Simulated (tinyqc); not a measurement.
# Bulk transistor, scale length and short-channel effects, step by step

tinyqc, about 0.01 s, one thread, Intel Xeon 2.30GHz (shared host): `OMP_NUM_THREADS=1 python tinyqc.py 2420083 2420084 out.jsonl` Printed values are rounded.

A gate, an insulator of thickness ti and a depleted layer of depth ts on a conducting body. Below threshold the potential that source and drain add obeys Laplace's equation and vanishes on the gate and at the bottom of the depleted layer. Its lowest mode decays along the channel as exp(-k y); k is the smallest positive root of the matching condition at the interface, and the scale length is Lambda = pi/k.

Parameters, values chosen for the exercise; permittivities: semiconductor made up, insulator close to that of silicon dioxide: temperature T = 325 K; relative permittivity of the semiconductor eps_r = 12.7; relative permittivity of the insulator ei = 3.74; insulator thickness ti = 1 nm; depletion depth ts = 12 nm; channel length L = 25 nm; potential of the source Vbi = 0.93 V; potential of the barrier top at threshold sT = 0.6 V; long-channel threshold VTL = 0.28 V; long-channel body factor m = 1.28; drain voltage Vds = 0.6 V.

Constants: q = 1.602176634e-19 C, kB = 1.380649e-23 J/K, Vt = kB T/q. Results are converted to the units shown.

## Scan of the matching condition

k, point 0 to 7 (1/nm): 0.03125  0.0625  0.09375  0.125  0.15625  0.1875  0.21875  0.25

f(k) = eps_r sin(k ti) cos(k ts) + ei cos(k ti) sin(k ts).

f(k), point 0 to 7: 1.738426  3.124751  3.872280  3.813527  2.932840  1.371902  -0.593140  -2.599205

The first change of sign lies between k = 0.1875 and 0.21875 1/nm.

## Iteration 1: decay constant by Newton steps

k at the start = 0.2187500 1/nm

f(k) = eps_r sin(k ti) cos(k ts) + ei cos(k ti) sin(k ts); f' by a central difference with +/- 1e-5 1/nm; k(new) = k - f/f'.

f = -0.5931399
f' = -65.60905 nm
k after iteration 1 = 0.2097095 1/nm

## Iteration 2: decay constant by Newton steps

As before.

f = -0.003372145
f' = -64.69004 nm
k after iteration 2 = 0.2096574 1/nm

## Course of the iteration: decay constant by Newton steps

Stop when k changes by less than 1e-10 1/nm, or after 30 iterations.

Course of the iteration:
```
iteration   k (1/nm)  |change| (1/nm)
1          0.2097095          9.04e-3
2          0.2096574          5.21e-5
3          0.2096573          3.34e-9
4          0.2096573                0
```

Converged in 4 iterations. The change falls from 0.0090 in the first iteration to below the tolerance in the last.

## Scale length against simple estimates

k = 0.2096573 1/nm

Lambda = pi/k and l = 1/k. A parabolic potential across the structure gives l(parabolic) = sqrt((eps_r/ei) ts ti).

Lambda = 14.98441 nm
l = 4.769687 nm
l(parabolic) = 6.383468 nm

The parabolic estimate is 34 % above l.

## Threshold shift, barrier position and swing

Along the channel psi(y) = s + a exp(y/l) + b exp(-y/l) with psi(0) = Vbi, psi(L) = Vbi + Vds and l = 1/k = Lambda/pi; with A = Vbi - s, B = A + Vds, x = exp(-L/l): a = (B - A x) x/(1 - x^2), b = (A - B x)/(1 - x^2). The minimum is s + 2 sqrt(a b), at y = (l/2) ln(b/a). The long-channel potential follows the gate as s = sT + (Vg - VTL)/m, and the threshold VT is the gate voltage at which the minimum equals sT. Swing = m Vt ln 10/g at threshold, g = d(minimum)/ds = 1 - (b x + a)/((1 + x) sqrt(a b)).

s at threshold = 0.5046233 V
a = 0.005415210 V
b = 0.4199615 V
position of the minimum = 10.37634 nm
VT = 0.1579178 V
swing = 98.18637 mV/decade

The threshold lies 122 mV below the long-channel value, and the barrier top sits at 0.42 L from the source.
